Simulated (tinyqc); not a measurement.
Inside a calculation. Method: Hubbard chain of 2 sites. Computed by tinyqc, a small Python program that keeps every step. Settings: hopping = 1.8, U = 10.4, mixing = 1, iteration cap = 79. Command: `OMP_NUM_THREADS=1 python tinyqc.py 29914 29915 out.jsonl` (the two numbers bound the seeds that draw the settings). One thread of a shared host (Intel(R) Xeon(R) Processor @ 2.60GHz), about 0.2 s of CPU time with the checks. Later iterations appear only in the table of the cycle.

## Mean-field iteration 1

one-body matrix (hopping and site energies) (eV):
```
,1,2
1,0.000000,-1.800000
2,-1.800000,0.000000
```

U = 10.400000 eV

electrons, up and down: 1  1

mixing = 1

n(up) at the start (a guess, not normalised): 1 0.800000, 2 0.200000

n(down) at the start (a guess): 1 0.200000, 2 0.800000

H(up) = T + U n(down), H(down) = T + U n(up); fill the lowest levels; n(new) = n + mixing (n(out) - n); E = tr T (rho up + rho down) + U sum n_up n_down of the output.

levels, up (eV): 1.598001  8.801999

levels, down (eV): 1.598001  8.801999

energy = -0.500444 eV

n(up) after iteration 1: 1 0.933093, 2 0.066907

n(down) after iteration 1: 1 0.066907, 2 0.933093

## Mean-field iteration 2

As before.

levels, up (eV): 0.349484  10.050516

levels, down (eV): 0.349484  10.050516

energy = -0.619842 eV

n(up) after iteration 2: 1 0.964298, 2 0.035702

n(down) after iteration 2: 1 0.035702, 2 0.964298

## Mean-field iteration 3

As before.

levels, up (eV): 0.046720  10.353280

levels, down (eV): 0.046720  10.353280

energy = -0.623026 eV

n(up) after iteration 3: 1 0.968507, 2 0.031493

n(down) after iteration 3: 1 0.031493, 2 0.968507

## Convergence

Each step fills the lowest levels of T + U n(other spin) and sets n(new) = n + mixing (n(out) - n); stop when output and input agree to 1e-8.

Course of the cycle:
```
iteration,E (eV),largest |n(out) - n(in)|,mean |n_up - n_down|
1,-0.50044367,1.33e-01,0.866186
2,-0.61984232,3.12e-02,0.928595
3,-0.62302571,4.21e-03,0.937014
4,-0.62307618,5.12e-04,0.938038
5,-0.62307691,6.15e-05,0.938161
6,-0.62307692,7.37e-06,0.938176
7,-0.62307692,8.83e-07,0.938178
8,-0.62307692,1.06e-07,0.938178
9,-0.62307692,1.27e-08,0.938178
10,-0.62307692,1.52e-09,0.938178
```

local moments n_up - n_down: 1 0.938178, 2 -0.938178

Converged in 10 iterations. Before convergence this energy mixes input and output and is not variational, so it may rise towards its limit.

## The many-body Hamiltonian

Basis: all placements (u, d, 2, 0 on each site), up operators ordered before down ones; hops carry the sign of the same-spin electrons passed.

H (eV), lower triangle:
```
,20,ud,du,02
20,10.400000
ud,-1.800000,0.000000
du,-1.800000,0.000000,0.000000
02,0.000000,-1.800000,-1.800000,10.400000
```

## Exact diagonalisation (4 states)

Lowest levels of the sector, and the double occupancy of the lowest state.

lowest levels (eV): -1.124555  0.000000  10.400000  11.524555

double occupancy per site = 0.044452

The mean-field solution above lies 0.5015 eV above the exact energy.
